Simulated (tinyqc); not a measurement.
Phase shift across the band: Koster-Slater impurity in a tight-binding band, by Green functions and by supercells. Computed by tinyqc, a small Python program. Command: `OMP_NUM_THREADS=1 python tinyqc.py 3024917 3024918 out.jsonl kosterslater walk`. One thread of a shared host (Intel(R) Xeon(R) Processor @ 2.30GHz), about 0.06 s of CPU time with the checks.

One orbital per site, e(k) = -2 t sum cos(k_i) over 3 direction(s), band from -6 t to 6 t, lattice constant 1. One site has the extra energy U. Spin is left out.

Inputs (values chosen for the exercise, for a model band): hopping t = 1 eV; impurity potential U = -5.7 eV; broadening eta = 0.1 eV.

Lattice: simple cubic.

Method:
- Outside the band G0(E) = (1/pi) int_0^pi dk (2/(pi z)) K(16 t^2/z^2), z = E + 2 t cos k, K the complete elliptic integral with parameter m; 200 Gauss-Legendre points.
- A bound state solves 1/U = G0(E).
- Bisection in ln(distance from the edge) between 1e-5 t and |U| + t. Weight on the impurity site: -1/(U^2 dG0/dE), by a central difference with step min(1e-4 t, distance/30). Decay length along an axis: 1/arccosh(1 + distance/(2 t)).
- Inside the band G0(z), z = E + i eta, comes from the chain form 1/(sqrt(y - 2t) sqrt(y + 2t)) (principal roots) at y = z + 2 t cos k + 2 t cos k', averaged over k and k' in (0, pi) with 200 Gauss-Legendre points each.
- delta/pi = -arg(1 - U G0)/pi counts the states added below E (Friedel); host DOS = -Im G0/pi, DOS on the impurity = -Im[G0/(1 - U G0)]/pi; 13 evenly spaced energies from -(band edge + |U| + 2t) to +(band edge + |U| + 2t).

distance from the band edge = 0.877078 eV

level E_b = -6.87708 eV

Across the spectrum:
```
E (eV)   Re G0 (1/eV)  host DOS (1/eV)  DOS on the impurity (1/eV)  delta/pi
-13.700      -0.07553          0.00019                      0.0006   0.00189
-11.417      -0.09217          0.00029                      0.0013   0.00344
-9.133       -0.11926          0.00050                      0.0049   0.00894
-6.850       -0.17642          0.00135                      2.1897   0.57256
-4.567       -0.26615          0.03761                      0.0522   0.70842
-2.283       -0.29399          0.10546                      0.0262   0.60939
0.000         0.00000          0.13974                      0.0192   0.37899
2.283         0.29399          0.10546                      0.0098   0.19562
4.567         0.26615          0.03761                      0.0055   0.08322
6.850         0.17642          0.00135                      0.0003   0.00384
9.133         0.11926          0.00050                      0.0002   0.00170
11.417        0.09217          0.00029                      0.0001   0.00107
13.700        0.07553          0.00019                      0.0001   0.00075
```

What follows from these numbers?

delta/pi starts and ends near zero (+0.002 and +0.001): the impurity moves states but creates none. delta/pi rises at the bound state below the band (-6.877 eV), reaches 0.71 among these rows (1 in the limit of small eta, just above the level) and is paid back by the top of the band.

Extremes, crossings and ranges named in words are read from the listed rows.
